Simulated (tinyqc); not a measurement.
## Frequency dispersion of an accumulation capacitance by border traps, distributed model: effect of the insulator thickness

Traps spread evenly through the insulator exchange electrons with the semiconductor by tunnelling, with tau(x) = t0 exp(2 ka x) at depth x from the interface. The admittance per area Y seen at depth x obeys dY/dx = -Y^2/(i w eps0 eox) + q Nb ln(1 + i w tau)/tau, with Y(0) = i w Cs and w = 2 pi f; the gate sees Y(tox) = G + i w C. Working variable y = Y/(i w), in uF/cm^2. Cox = eps0 eox/tox.

Cox; trap-free value 1/(1/Cox + 1/Cs); response depth d = ln(1/(w t0))/(2 ka), where w tau = 1; lumped estimate: all traps within d act as C_bt = q Nb d placed at d/2, so C = 1/{1/[1/(1/Cs + d/(2 eps0 eox)) + C_bt] + (tox - d/2)/(eps0 eox)}. C and G from a fine integration; dispersion -d C/d log10 f over C, from f times and over 1.1. For a broad spread of time constants G/w is close to -(pi/2) dC/d ln w.

Values chosen for this exercise; permittivity close to that of aluminium oxide:
```
symbol   value         unit                                               meaning
eox       8.65                             relative permittivity of the insulator
Cs         7.5      uF/cm^2             semiconductor capacitance in accumulation
Nb      1.8e19  cm^-3 eV^-1                               density of border traps
ka         6.5         1/nm  decay constant of the wave function in the insulator
t0        3e-9            s              time constant of a trap at the interface
f         1000           Hz                                             frequency
```

Constants: q = 1.602176634e-19 C, eps0 = 8.8541878128e-14 F/cm where lengths are in cm. Results are converted to the units shown.

The same in every row: d (nm) = 0.8368.

Results:

| tox (nm) | C (uF/cm^2) | G/w (uF/cm^2) | dispersion (% a decade) | -(pi/2) dC/d ln w (uF/cm^2) | lumped C (uF/cm^2) | trap-free C (uF/cm^2) |
|---|---|---|---|---|---|---|
| 2 | 2.600 | 0.01398 | 0.7861 | 0.01394 | 2.589 | 2.535 |
| 2.8 | 2.044 | 0.008646 | 0.6184 | 0.008624 | 2.038 | 2.004 |
| 5.4 | 1.207 | 0.003013 | 0.3652 | 0.003006 | 1.204 | 1.193 |
| 7.5 | 0.9068 | 0.001701 | 0.2744 | 0.001698 | 0.9054 | 0.8988 |
| 10 | 0.6997 | 0.001013 | 0.2118 | 0.001011 | 0.6989 | 0.6949 |
| 14 | 0.5124 | 5.431e-4 | 0.1551 | 5.422e-4 | 0.5120 | 0.5099 |
| 20 | 0.3656 | 2.765e-4 | 0.1107 | 2.761e-4 | 0.3654 | 0.3643 |

Estimate the missing row, tox = 3.9 nm.

Computed row:

| tox (nm) | C (uF/cm^2) | G/w (uF/cm^2) | dispersion (% a decade) | -(pi/2) dC/d ln w (uF/cm^2) | lumped C (uF/cm^2) | trap-free C (uF/cm^2) |
|---|---|---|---|---|---|---|
| 3.9 | 1.580 | 0.005166 | 0.4781 | 0.005155 | 1.576 | 1.556 |

With this row back in the table: As tox goes from 2 to 20, C falls from 2.60 to 0.366 uF/cm^2, the dispersion falls from 0.786 to 0.111 % a decade and G/w falls from 0.0140 to 2.77e-4 uF/cm^2. The lumped estimate is 0.42 % below C in the first row and 0.060 % below it in the last.

Program tinyqc, `OMP_NUM_THREADS=1 python tinyqc.py 2202233 2202234 out.jsonl`; Intel Xeon 2.30GHz, shared host, one thread, about 0.5 s.
